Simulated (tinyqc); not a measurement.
Worked calculation (part 1 of 2): UHF in the sto-3g basis, for BeH2, spin multiplicity 1. Computed by tinyqc, a small Python program that keeps every step (integrals from PySCF). Settings: charge = 0, multiplicity = 1, basis = sto-3g, energy threshold = 1e-09, iteration cap = 78, orthogonalisation = canonical, start = Wolfsberg-Helmholz matrix, DIIS depth = 0, method = UHF, break = 0.7. Command: `OMP_NUM_THREADS=1 python tinyqc.py 31935 31936 out.jsonl` (the two numbers bound the seeds that draw the settings). One thread of a shared host (Intel(R) Xeon(R) Processor @ 2.60GHz), about 0.1 s of CPU time with the checks. Later iterations appear only in the table of the cycle.

## One-electron integrals

Geometry (angstrom):

| atom | x | y | z |
|---|---|---|---|
| Be | 0.0000 | 0.0000 | 0.0000 |
| H | 0.0000 | 1.5920 | 0.0620 |
| H | 0.0000 | -1.5920 | 0.0620 |

Basis sto-3g: exponents (1/bohr^2) and contraction coefficients of normalised primitives:

| element | l (shell) | exponent | coefficient |
|---|---|---|---|
| Be | s (1) | 30.1679 | 0.1543 |
| Be | s (1) | 5.4951 | 0.5353 |
| Be | s (1) | 1.4872 | 0.4446 |
| Be | s (2) | 1.3148 | -0.1000 |
| Be | s (2) | 0.3055 | 0.3995 |
| Be | s (2) | 0.0994 | 0.7001 |
| Be | p (3) | 1.3148 | 0.1559 |
| Be | p (3) | 0.3055 | 0.6077 |
| Be | p (3) | 0.0994 | 0.3920 |
| H | s (1) | 3.4253 | 0.1543 |
| H | s (1) | 0.6239 | 0.5353 |
| H | s (1) | 0.1689 | 0.4446 |

Overlap, kinetic and nuclear-attraction integrals over the contracted functions; the nuclear repulsion is the sum of Za Zb / Rab.

nuclear repulsion = 2.823367 hartree

overlap S, lower triangle:
```
         1Be 1s  1Be 2s  1Be 2px  1Be 2py  1Be 2pz   2H 1s   3H 1s
1Be 1s   1.0000
1Be 2s   0.2595  1.0000
1Be 2px  0.0000  0.0000   1.0000
1Be 2py  0.0000  0.0000   0.0000   1.0000
1Be 2pz  0.0000  0.0000   0.0000   0.0000   1.0000
2H 1s    0.0399  0.3622   0.0000   0.4458   0.0174  1.0000
3H 1s    0.0399  0.3622   0.0000  -0.4458   0.0174  0.0123  1.0000
```

kinetic energy T (hartree), lower triangle:
```
          1Be 1s  1Be 2s  1Be 2px  1Be 2py  1Be 2pz    2H 1s   3H 1s
1Be 1s    6.6940
1Be 2s   -0.0330  0.2111
1Be 2px   0.0000  0.0000   0.6606
1Be 2py   0.0000  0.0000   0.0000   0.6606
1Be 2pz   0.0000  0.0000   0.0000   0.0000   0.6606
2H 1s    -0.0112  0.0360   0.0000   0.1183   0.0046   0.7600
3H 1s    -0.0112  0.0360   0.0000  -0.1183   0.0046  -0.0051  0.7600
```

nuclear attraction V (hartree), lower triangle:
```
           1Be 1s   1Be 2s  1Be 2px  1Be 2py  1Be 2pz    2H 1s    3H 1s
1Be 1s   -15.2254
1Be 2s    -2.0716  -2.9567
1Be 2px    0.0000   0.0000  -2.8789
1Be 2py    0.0000   0.0000   0.0000  -3.0563
1Be 2pz   -0.0010  -0.0093   0.0000   0.0000  -2.8792
2H 1s     -0.3166  -0.9762   0.0000  -1.1699  -0.0463  -2.7178
3H 1s     -0.3166  -0.9762   0.0000   1.1699  -0.0463  -0.0399  -2.7178
```

core Hamiltonian H = T + V (hartree), lower triangle:
```
          1Be 1s   1Be 2s  1Be 2px  1Be 2py  1Be 2pz    2H 1s    3H 1s
1Be 1s   -8.5314
1Be 2s   -2.1047  -2.7456
1Be 2px   0.0000   0.0000  -2.2183
1Be 2py   0.0000   0.0000   0.0000  -2.3957
1Be 2pz  -0.0010  -0.0093   0.0000   0.0000  -2.2186
2H 1s    -0.3277  -0.9402   0.0000  -1.0515  -0.0417  -1.9578
3H 1s    -0.3277  -0.9402   0.0000   1.0515  -0.0417  -0.0451  -1.9578
```

## Two-electron integrals

Functions are numbered as in S; the eight-fold symmetry (ij|kl) = (ji|kl) = (kl|ij) leaves the list below.

Two-electron integrals (ij|kl) in chemists' order, unique and non-zero (hartree):
```
(11|11) 2.2988      (21|11) 0.3920      (21|21) 0.0795      (22|11) 0.5710
(22|21) 0.1430      (22|22) 0.4177      (31|31) 0.0146      (32|31) 0.0219
(32|32) 0.0923      (33|11) 0.5696      (33|21) 0.1431      (33|22) 0.4176
(33|33) 0.4499      (41|41) 0.0146      (42|41) 0.0219      (42|42) 0.0923
(43|43) 0.0242      (44|11) 0.5696      (44|21) 0.1431      (44|22) 0.4176
(44|33) 0.4014      (44|44) 0.4499      (51|51) 0.0146      (52|51) 0.0219
(52|52) 0.0923      (53|53) 0.0242      (54|54) 0.0242      (55|11) 0.5696
(55|21) 0.1431      (55|22) 0.4176      (55|33) 0.4014      (55|44) 0.4014
(55|55) 0.4499      (61|11) 0.0594      (61|21) 0.0121      (61|22) 0.0219
(61|33) 0.0217      (61|41) 0.0011      (61|42) 0.0020      (61|44) 0.0222
(61|51) 4.12e-05    (61|52) 7.81e-05    (61|54) 1.77e-05    (61|55) 0.0217
(61|61) 0.0019      (62|11) 0.1613      (62|21) 0.0411      (62|22) 0.1331
(62|33) 0.1278      (62|41) 0.0053      (62|42) 0.0344      (62|44) 0.1434
(62|51) 2.08e-04    (62|52) 0.0013      (62|54) 0.0006      (62|55) 0.1279
(62|61) 0.0069      (62|62) 0.0664      (63|31) 0.0035      (63|32) 0.0171
(63|43) 0.0058      (63|53) 2.24e-04    (63|63) 0.0056      (64|11) 0.1796
(64|21) 0.0463      (64|22) 0.1569      (64|33) 0.1476      (64|41) 0.0086
(64|42) 0.0531      (64|44) 0.1752      (64|51) 1.96e-04    (64|52) 0.0014
(64|54) 0.0008      (64|55) 0.1476      (64|61) 0.0081      (64|62) 0.0884
(64|64) 0.1210      (65|11) 0.0070      (65|21) 0.0018      (65|22) 0.0061
(65|33) 0.0057      (65|41) 1.96e-04    (65|42) 0.0014      (65|44) 0.0064
(65|51) 0.0035      (65|52) 0.0172      (65|54) 0.0058      (65|55) 0.0062
(65|61) 3.14e-04    (65|62) 0.0034      (65|64) 0.0045      (65|65) 0.0058
(66|11) 0.3311      (66|21) 0.0858      (66|22) 0.3123      (66|33) 0.2902
(66|41) 0.0123      (66|42) 0.1045      (66|44) 0.3562      (66|51) 4.78e-04
(66|52) 0.0041      (66|54) 0.0026      (66|55) 0.2903      (66|61) 0.0146
(66|62) 0.2029      (66|64) 0.2856      (66|65) 0.0111      (66|66) 0.7746
(71|11) 0.0594      (71|21) 0.0121      (71|22) 0.0219      (71|33) 0.0217
(71|41) -0.0011     (71|42) -0.0020     (71|44) 0.0222      (71|51) 4.12e-05
(71|52) 7.81e-05    (71|54) -1.77e-05   (71|55) 0.0217      (71|61) 0.0017
(71|62) 0.0058      (71|64) 0.0064      (71|65) 2.68e-04    (71|66) 0.0121
(71|71) 0.0019      (72|11) 0.1613      (72|21) 0.0411      (72|22) 0.1331
(72|33) 0.1278      (72|41) -0.0053     (72|42) -0.0344     (72|44) 0.1434
(72|51) 2.08e-04    (72|52) 0.0013      (72|54) -0.0006     (72|55) 0.1279
(72|61) 0.0058      (72|62) 0.0325      (72|64) 0.0355      (72|65) 0.0017
(72|66) 0.0727      (72|71) 0.0069      (72|72) 0.0664      (73|31) 0.0035
(73|32) 0.0171      (73|43) -0.0058     (73|53) 2.24e-04    (73|63) 0.0021
(73|73) 0.0056      (74|11) -0.1796     (74|21) -0.0463     (74|22) -0.1569
(74|33) -0.1476     (74|41) 0.0086      (74|42) 0.0531      (74|44) -0.1752
(74|51) -1.96e-04   (74|52) -0.0014     (74|54) 0.0008      (74|55) -0.1476
(74|61) -0.0064     (74|62) -0.0355     (74|64) -0.0379     (74|65) -0.0018
(74|66) -0.0794     (74|71) -0.0081     (74|72) -0.0884     (74|74) 0.1210
(75|11) 0.0070      (75|21) 0.0018      (75|22) 0.0061      (75|33) 0.0057
(75|41) -1.96e-04   (75|42) -0.0014     (75|44) 0.0064      (75|51) 0.0035
(75|52) 0.0172      (75|54) -0.0058     (75|55) 0.0062      (75|61) 2.68e-04
(75|62) 0.0017      (75|64) 0.0018      (75|65) 0.0022      (75|66) 0.0038
(75|71) 3.14e-04    (75|72) 0.0034      (75|74) -0.0045     (75|75) 0.0058
(76|11) 0.0076      (76|21) 0.0019      (76|22) 0.0053      (76|33) 0.0053
(76|44) 0.0055      (76|51) 2.03e-05    (76|52) 1.01e-04    (76|55) 0.0053
(76|61) 2.88e-04    (76|62) 0.0017      (76|64) 0.0021      (76|65) 9.94e-05
(76|66) 0.0042      (76|71) 2.88e-04    (76|72) 0.0017      (76|74) -0.0021
(76|75) 9.94e-05    (76|76) 6.90e-05    (77|11) 0.3311      (77|21) 0.0858
(77|22) 0.3123      (77|33) 0.2902      (77|41) -0.0123     (77|42) -0.1045
(77|44) 0.3562      (77|51) 4.78e-04    (77|52) 0.0041      (77|54) -0.0026
(77|55) 0.2903      (77|61) 0.0121      (77|62) 0.0727      (77|64) 0.0794
(77|65) 0.0038      (77|66) 0.1662      (77|71) 0.0146      (77|72) 0.2029
(77|74) -0.2856     (77|75) 0.0111      (77|76) 0.0042      (77|77) 0.7746
```

## Orthogonalisation

S = U s U^T; canonical form X = U s^(-1/2), so that X^T S X = 1. Each column of U has its largest component positive (the first on a tie).

eigenvalues of S: 0.3633  0.4515  0.9545  1.0000  1.0027  1.6036  1.6244

X:
```
               1        2        3       4        5       6        7
1Be 1s    0.0000  -0.4118   0.8881  0.0000  -0.2106  0.2804   0.0000
1Be 2s    0.0000   1.0749  -0.0591  0.0000  -0.0253  0.5439   0.0000
1Be 2px   0.0000   0.0000   0.0000  1.0000   0.0000  0.0000   0.0000
1Be 2py   1.1674   0.0000   0.0000  0.0000   0.0000  0.0000   0.5575
1Be 2pz   0.0000   0.0422   0.2401  0.0000   0.9700  0.0203   0.0000
2H 1s    -0.8336  -0.6663  -0.3144  0.0000   0.0753  0.3527   0.3904
3H 1s     0.8336  -0.6663  -0.3144  0.0000   0.0753  0.3527  -0.3904
```

## Starting guess

The start is the generalised Wolfsberg-Helmholz matrix (K = 1.75) built on H, with HOMO and LUMO mixed by +/-0.7 rad for the two spins; D(s) = C_occ C_occ^T for each spin.

D(alpha) at the start, lower triangle:
```
          1Be 1s  1Be 2s  1Be 2px  1Be 2py  1Be 2pz    2H 1s   3H 1s
1Be 1s    0.9949
1Be 2s   -0.0144  0.2111
1Be 2px   0.0000  0.0000   0.0000
1Be 2py   0.0000  0.0000   0.0000   0.4213
1Be 2pz  -0.1131  0.3026   0.0000   0.0000   0.4424
2H 1s    -0.0606  0.1299   0.0000   0.2093   0.1910   0.1866
3H 1s    -0.0606  0.1299   0.0000  -0.2093   0.1910  -0.0213  0.1866
```

D(beta) at the start, lower triangle:
```
          1Be 1s   1Be 2s  1Be 2px  1Be 2py  1Be 2pz    2H 1s   3H 1s
1Be 1s    1.0013
1Be 2s   -0.0330   0.2647
1Be 2px   0.0000   0.0000   0.0000
1Be 2py   0.0000   0.0000   0.0000   0.4213
1Be 2pz   0.1175  -0.3176   0.0000   0.0000   0.3871
2H 1s    -0.0666   0.1482   0.0000   0.2093  -0.1815   0.1892
3H 1s    -0.0666   0.1482   0.0000  -0.2093  -0.1815  -0.0188  0.1892
```

## Iteration 1: building the Fock matrix

J_ij = sum D_kl (ij|kl) with D = D(alpha) + D(beta), K_ij = sum D_kl (ik|jl) for each spin; F = H + J - K(s); E = tr D H + tr D J / 2 - 0.5 sum_s tr D(s) K(s) + E_nn.

Coulomb J (hartree), lower triangle:
```
         1Be 1s  1Be 2s  1Be 2px  1Be 2py  1Be 2pz   2H 1s   3H 1s
1Be 1s   6.4742
1Be 2s   1.2638  2.6574
1Be 2px  0.0000  0.0000   2.5894
1Be 2py  0.0000  0.0000   0.0000   2.7433
1Be 2pz  0.0005  0.0049   0.0000   0.0000   2.6298
2H 1s    0.1928  0.8674   0.0000   1.0343   0.0404  2.1477
3H 1s    0.1928  0.8674   0.0000  -1.0343   0.0404  0.0349  2.1477
```

exchange K(alpha) (hartree), lower triangle:
```
          1Be 1s  1Be 2s  1Be 2px  1Be 2py  1Be 2pz    2H 1s   3H 1s
1Be 1s    2.2985
1Be 2s    0.4306  0.3552
1Be 2px   0.0000  0.0000   0.0694
1Be 2py   0.0000  0.0000   0.0000   0.4532
1Be 2pz  -0.0067  0.1948   0.0000   0.0000   0.2623
2H 1s     0.0682  0.1905   0.0000   0.2670   0.1067   0.3900
3H 1s     0.0682  0.1905   0.0000  -0.2670   0.1067  -0.0207  0.3900
```

exchange K(beta) (hartree), lower triangle:
```
         1Be 1s   1Be 2s  1Be 2px  1Be 2py  1Be 2pz    2H 1s   3H 1s
1Be 1s   2.3015
1Be 2s   0.4275   0.3750
1Be 2px  0.0000   0.0000   0.0731
1Be 2py  0.0000   0.0000   0.0000   0.4590
1Be 2pz  0.0069  -0.1912   0.0000   0.0000   0.2337
2H 1s    0.0672   0.1957   0.0000   0.2685  -0.0906   0.3898
3H 1s    0.0672   0.1957   0.0000  -0.2685  -0.0906  -0.0211  0.3898
```

F(alpha) (hartree), lower triangle:
```
          1Be 1s   1Be 2s  1Be 2px  1Be 2py  1Be 2pz    2H 1s    3H 1s
1Be 1s   -4.3557
1Be 2s   -1.2714  -0.4434
1Be 2px   0.0000   0.0000   0.3017
1Be 2py   0.0000   0.0000   0.0000  -0.1056
1Be 2pz   0.0062  -0.1992   0.0000   0.0000   0.1489
2H 1s    -0.2032  -0.2633   0.0000  -0.2843  -0.1079  -0.2000
3H 1s    -0.2032  -0.2633   0.0000   0.2843  -0.1079   0.0105  -0.2000
```

F(beta) (hartree), lower triangle:
```
          1Be 1s   1Be 2s  1Be 2px  1Be 2py  1Be 2pz    2H 1s    3H 1s
1Be 1s   -4.3588
1Be 2s   -1.2684  -0.4632
1Be 2px   0.0000   0.0000   0.2980
1Be 2py   0.0000   0.0000   0.0000  -0.1114
1Be 2pz  -0.0074   0.1868   0.0000   0.0000   0.1776
2H 1s    -0.2022  -0.2685   0.0000  -0.2858   0.0894  -0.1999
3H 1s    -0.2022  -0.2685   0.0000   0.2858   0.0894   0.0109  -0.1999
```

total energy of this density = -15.209414 hartree

## Iteration 1: diagonalisation and new density

Diagonalise F' = X^T F X, C = X C', fill 3 alpha and 3 beta electrons from the bottom; D(s) = C_occ C_occ^T. Each column has its largest component positive (the first on a tie).

F' = X^T F X (alpha) (hartree), lower triangle:
```
        1        2        3       4        5        6        7
1  0.6699
2  0.0000   0.2318
3  0.0000   0.6296  -3.0844
4  0.0000   0.0000   0.0000  0.3017
5  0.0000  -0.2330   0.8939  0.0000  -0.0784
6  0.0000   0.3514  -1.6534  0.0000   0.2380  -1.1984
7  0.0733   0.0000   0.0000  0.0000   0.0000   0.0000  -0.3445
```

orbital energies (alpha) (hartree): MO1 -4.3609, MO2 -0.3593, MO3 -0.3497, MO4 0.2051, MO5 0.3017, MO6 0.3857, MO7 0.6752

coefficients C (alpha):
```
             MO1      MO2      MO3      MO4     MO5      MO6      MO7
1Be 1s    0.9898  -0.1885   0.0000  -0.0266  0.0000  -0.2558   0.0000
1Be 2s    0.0388   0.5130   0.0000   0.2312  0.0000   1.0664   0.0000
1Be 2px   0.0000   0.0000   0.0000   0.0000  1.0000   0.0000   0.0000
1Be 2py   0.0000   0.0000   0.4723   0.0000  0.0000   0.0000   1.2044
1Be 2pz   0.0003   0.3634   0.0000   0.8655  0.0000  -0.3459   0.0000
2H 1s    -0.0052   0.4000   0.4492  -0.4253  0.0000  -0.5762  -0.8034
3H 1s    -0.0052   0.4000  -0.4492  -0.4253  0.0000  -0.5762   0.8034
```

F' = X^T F X (beta) (hartree), lower triangle:
```
        1        2        3       4        5        6        7
1  0.6678
2  0.0000   0.2356
3  0.0000   0.6687  -3.1633
4  0.0000   0.0000   0.0000  0.2980
5  0.0000  -0.0793   0.7526  0.0000  -0.0073
6  0.0000   0.3571  -1.5700  0.0000   0.5736  -1.1930
7  0.0698   0.0000   0.0000  0.0000   0.0000   0.0000  -0.3477
```

orbital energies (beta) (hartree): MO1 -4.3637, MO2 -0.3587, MO3 -0.3524, MO4 0.1950, MO5 0.2980, MO6 0.3994, MO7 0.6726

coefficients C (beta):
```
             MO1      MO2      MO3      MO4     MO5      MO6      MO7
1Be 1s    0.9900  -0.1952   0.0000   0.0530  0.0000  -0.2455   0.0000
1Be 2s    0.0380   0.5385   0.0000  -0.3288  0.0000   1.0276   0.0000
1Be 2px   0.0000   0.0000   0.0000   0.0000  1.0000   0.0000   0.0000
1Be 2py   0.0000   0.0000   0.4765   0.0000  0.0000   0.0000   1.2027
1Be 2pz   0.0004  -0.3330   0.0000   0.8258  0.0000   0.4559   0.0000
2H 1s    -0.0052   0.4006   0.4464   0.4435  0.0000  -0.5620  -0.8050
3H 1s    -0.0052   0.4006  -0.4464   0.4435  0.0000  -0.5620   0.8050
```

D(alpha) after iteration 1, lower triangle:
```
          1Be 1s  1Be 2s  1Be 2px  1Be 2py  1Be 2pz    2H 1s   3H 1s
1Be 1s    1.0151
1Be 2s   -0.0583  0.2647
1Be 2px   0.0000  0.0000   0.0000
1Be 2py   0.0000  0.0000   0.0000   0.2231
1Be 2pz  -0.0682  0.1865   0.0000   0.0000   0.1321
2H 1s    -0.0806  0.2050   0.0000   0.2122   0.1454   0.3618
3H 1s    -0.0806  0.2050   0.0000  -0.2122   0.1454  -0.0417  0.3618
```

D(beta) after iteration 1, lower triangle:
```
          1Be 1s   1Be 2s  1Be 2px  1Be 2py  1Be 2pz    2H 1s   3H 1s
1Be 1s    1.0182
1Be 2s   -0.0675   0.2914
1Be 2px   0.0000   0.0000   0.0000
1Be 2py   0.0000   0.0000   0.0000   0.2271
1Be 2pz   0.0654  -0.1793   0.0000   0.0000   0.1109
2H 1s    -0.0833   0.2155   0.0000   0.2127  -0.1334   0.3597
3H 1s    -0.0833   0.2155   0.0000  -0.2127  -0.1334  -0.0388  0.3597
```

## Iteration 2: building the Fock matrix

As before.

Coulomb J (hartree), lower triangle:
```
         1Be 1s  1Be 2s  1Be 2px  1Be 2py  1Be 2pz   2H 1s   3H 1s
1Be 1s   6.3026
1Be 2s   1.2193  2.5730
1Be 2px  0.0000  0.0000   2.5024
1Be 2py  0.0000  0.0000   0.0000   2.6923
1Be 2pz  0.0017  0.0125   0.0000   0.0000   2.5144
2H 1s    0.1862  0.8704   0.0000   1.0533   0.0422  2.2678
3H 1s    0.1862  0.8704   0.0000  -1.0533   0.0422  0.0340  2.2678
```

exchange K(alpha) (hartree), lower triangle:
```
          1Be 1s  1Be 2s  1Be 2px  1Be 2py  1Be 2pz    2H 1s   3H 1s
1Be 1s    2.3071
1Be 2s    0.4113  0.3785
1Be 2px   0.0000  0.0000   0.0671
1Be 2py   0.0000  0.0000   0.0000   0.4209
1Be 2pz  -0.0018  0.1319   0.0000   0.0000   0.1270
2H 1s     0.0644  0.2421   0.0000   0.2958   0.0777   0.5327
3H 1s     0.0644  0.2421   0.0000  -0.2958   0.0777  -0.0049  0.5327
```

exchange K(beta) (hartree), lower triangle:
```
         1Be 1s   1Be 2s  1Be 2px  1Be 2py  1Be 2pz    2H 1s   3H 1s
1Be 1s   2.3085
1Be 2s   0.4101   0.3893
1Be 2px  0.0000   0.0000   0.0692
1Be 2py  0.0000   0.0000   0.0000   0.4251
1Be 2pz  0.0018  -0.1132   0.0000   0.0000   0.1134
2H 1s    0.0640   0.2439   0.0000   0.2961  -0.0566   0.5289
3H 1s    0.0640   0.2439   0.0000  -0.2961  -0.0566  -0.0058  0.5289
```

F(alpha) (hartree), lower triangle:
```
          1Be 1s   1Be 2s  1Be 2px  1Be 2py  1Be 2pz    2H 1s    3H 1s
1Be 1s   -4.5359
1Be 2s   -1.2966  -0.5511
1Be 2px   0.0000   0.0000   0.2169
1Be 2py   0.0000   0.0000   0.0000  -0.1242
1Be 2pz   0.0026  -0.1288   0.0000   0.0000   0.1688
2H 1s    -0.2059  -0.3120   0.0000  -0.2941  -0.0772  -0.2226
3H 1s    -0.2059  -0.3120   0.0000   0.2941  -0.0772  -0.0062  -0.2226
```

F(beta) (hartree), lower triangle:
```
          1Be 1s   1Be 2s  1Be 2px  1Be 2py  1Be 2pz    2H 1s    3H 1s
1Be 1s   -4.5374
1Be 2s   -1.2955  -0.5619
1Be 2px   0.0000   0.0000   0.2148
1Be 2py   0.0000   0.0000   0.0000  -0.1284
1Be 2pz  -0.0011   0.1164   0.0000   0.0000   0.1824
2H 1s    -0.2056  -0.3137   0.0000  -0.2944   0.0571  -0.2189
3H 1s    -0.2056  -0.3137   0.0000   0.2944   0.0571  -0.0053  -0.2189
```

total energy of this density = -15.443043 hartree

## Iteration 2: diagonalisation and new density

As before.

F' = X^T F X (alpha) (hartree), lower triangle:
```
        1        2        3       4        5        6        7
1  0.6745
2  0.0000   0.2038
3  0.0000   0.7006  -3.2443
4  0.0000   0.0000   0.0000  0.2169
5  0.0000  -0.2104   0.9081  0.0000  -0.0608
6  0.0000   0.3292  -1.6668  0.0000   0.3059  -1.2979
7  0.0653   0.0000   0.0000  0.0000   0.0000   0.0000  -0.3606
```

orbital energies (alpha) (hartree): MO1 -4.5396, MO2 -0.4076, MO3 -0.3647, MO4 0.2004, MO5 0.2169, MO6 0.3474, MO7 0.6786

coefficients C (alpha):
```
             MO1      MO2      MO3      MO4     MO5      MO6      MO7
1Be 1s    0.9916  -0.2025   0.0000   0.0136  0.0000  -0.2386   0.0000
1Be 2s    0.0323   0.5773   0.0000   0.0187  0.0000   1.0586   0.0000
1Be 2px   0.0000   0.0000   0.0000   0.0000  1.0000   0.0000   0.0000
1Be 2py   0.0000   0.0000   0.4832   0.0000  0.0000   0.0000   1.2001
1Be 2pz   0.0003   0.2255   0.0000   0.9668  0.0000  -0.1234   0.0000
2H 1s    -0.0042   0.3933   0.4419  -0.2040  0.0000  -0.6904  -0.8074
3H 1s    -0.0042   0.3933  -0.4419  -0.2040  0.0000  -0.6904   0.8074
```

F' = X^T F X (beta) (hartree), lower triangle:
```
        1        2        3       4        5        6        7
1  0.6740
2  0.0000   0.2069
3  0.0000   0.7221  -3.2935
4  0.0000   0.0000   0.0000  0.2148
5  0.0000  -0.1265   0.8158  0.0000  -0.0194
6  0.0000   0.3320  -1.6139  0.0000   0.5269  -1.2917
7  0.0607   0.0000   0.0000  0.0000   0.0000   0.0000  -0.3613
```

orbital energies (beta) (hartree): MO1 -4.5410, MO2 -0.4060, MO3 -0.3648, MO4 0.1911, MO5 0.2148, MO6 0.3581, MO7 0.6775

coefficients C (beta):
```
             MO1      MO2      MO3      MO4     MO5      MO6      MO7
1Be 1s    0.9916  -0.2070   0.0000   0.0270  0.0000  -0.2331   0.0000
1Be 2s    0.0319   0.5947   0.0000  -0.1826  0.0000   1.0331   0.0000
1Be 2px   0.0000   0.0000   0.0000   0.0000  1.0000   0.0000   0.0000
1Be 2py   0.0000   0.0000   0.4885   0.0000  0.0000   0.0000   1.1979
1Be 2pz  -0.0003  -0.2031   0.0000   0.9328  0.0000   0.2989   0.0000
2H 1s    -0.0041   0.3902   0.4383   0.2738  0.0000  -0.6676  -0.8094
3H 1s    -0.0041   0.3902  -0.4383   0.2738  0.0000  -0.6676   0.8094
```

D(alpha) after iteration 2, lower triangle:
```
          1Be 1s  1Be 2s  1Be 2px  1Be 2py  1Be 2pz    2H 1s   3H 1s
1Be 1s    1.0242
1Be 2s   -0.0849  0.3343
1Be 2px   0.0000  0.0000   0.0000
1Be 2py   0.0000  0.0000   0.0000   0.2335
1Be 2pz  -0.0453  0.1302   0.0000   0.0000   0.0509
2H 1s    -0.0838  0.2269   0.0000   0.2135   0.0887   0.3500
3H 1s    -0.0838  0.2269   0.0000  -0.2135   0.0887  -0.0406  0.3500
```

D(beta) after iteration 2, lower triangle:
```
          1Be 1s   1Be 2s  1Be 2px  1Be 2py  1Be 2pz    2H 1s   3H 1s
1Be 1s    1.0262
1Be 2s   -0.0914   0.3546
1Be 2px   0.0000   0.0000   0.0000
1Be 2py   0.0000   0.0000   0.0000   0.2386
1Be 2pz   0.0417  -0.1208   0.0000   0.0000   0.0413
2H 1s    -0.0849   0.2319   0.0000   0.2141  -0.0793   0.3444
3H 1s    -0.0849   0.2319   0.0000  -0.2141  -0.0793  -0.0398  0.3444
```
